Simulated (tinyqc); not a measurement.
What each parameter does: quaternary alloy A(x)B(1-x)C(y)D(1-y) matched to a substrate.

Q(x,y) = x y Q_AC + x (1 - y) Q_AD + (1 - x) y Q_BC + (1 - x)(1 - y) Q_BD for the lattice constant. Gap, rule 1: Q(x,y) - x (1 - x)[y C_ABC + (1 - y) C_ABD] - y (1 - y)[x C_ACD + (1 - x) C_BCD]. Rule 2 (mean of ternaries): {x (1 - x)[y T_ABC(x) + (1 - y) T_ABD(x)] + y (1 - y)[x T_ACD(y) + (1 - x) T_BCD(y)]}/{x (1 - x) + y (1 - y)}, T_ABC(x) = x E_AC + (1 - x) E_BC - C_ABC x (1 - x), T_ACD(y) = y E_AC + (1 - y) E_AD - C_ACD y (1 - y), and alike. Only the Gamma valley is followed.

Matching a(x,y) = a_s gives x = (a_s - y a_BC - (1 - y) a_BD)/(y (a_AC - a_BC) + (1 - y)(a_AD - a_BD)).

Values chosen for the exercise (AC, AD, BC, BD near GaAs, GaSb, InAs and InSb; substrate near InP; the results hold for these values, not for the real material): a = (5.656, 6.102, 6.066, 6.488) angstrom (lattice constants of AC, AD, BC, BD); Eg = (1.503, 0.817, 0.421, 0.234) eV (gaps at Gamma of AC, AD, BC, BD); Cb = (0.443, 0.438, 1.495, 0.755) eV (bowing of ABC, ABD, ACD, BCD); a_s = 5.873 angstrom (substrate); y = 0.94 (fraction of C).

x is matched anew each time.

Results for these values:

| case | x | rule 1 (eV) | rule 2 (eV) |
|---|---|---|---|
| base | 0.5344 | 0.7969 | 0.8702 |

What happens to each result for Cb = (0.532, 0.526, 1.794, 0.906) eV, all else kept?

Answer: x does not change at the printed digits; rule 1 falls from 0.7969 to 0.7618; rule 2 falls from 0.8702 to 0.8497.

The same for each parameter in turn:

| case | x | rule 1 (eV) | rule 2 (eV) |
|---|---|---|---|
| base | 0.5344 | 0.7969 | 0.8702 |
| y = 0.93 | 0.5450 | 0.7934 | 0.8760 |
| a_s = 5.869 angstrom | 0.5442 | 0.8072 | 0.8807 |
| Cb = (0.532, 0.526, 1.794, 0.906) eV | 0.5344 | 0.7618 | 0.8497 |
| Eg = (1.553, 0.817, 0.421, 0.234) eV | 0.5344 | 0.8220 | 0.8953 |
| a = (5.666, 6.102, 6.066, 6.488) angstrom | 0.5469 | 0.8101 | 0.8837 |

(tinyqc, `OMP_NUM_THREADS=1 python tinyqc.py 1050590 1050591 out.jsonl`, Intel(R) Xeon(R) Processor @ 2.30GHz, 1 thread, shared host, about 0.01 s.)
